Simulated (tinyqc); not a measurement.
Tight binding, honeycomb lattice, step by step. One step of it, computed by the program tinyqc.

Problem. Levels at k. Diagonalise the Hermitian matrix.

H(k) at k (eV), order A, B:
$$\begin{pmatrix}
0.115599 & 0.292476+0.398431i \\
0.292476-0.398431i & 0.115599
\end{pmatrix}$$

Give: eigenvalues; weights |c|^2 of the basis functions.

Solution.

eigenvalues (eV): [-0.3787, 0.6099]

weights |c|^2 of the basis functions, order A, B:
$$\begin{pmatrix}
0.5000 & 0.5000 \\
0.5000 & 0.5000
\end{pmatrix}$$
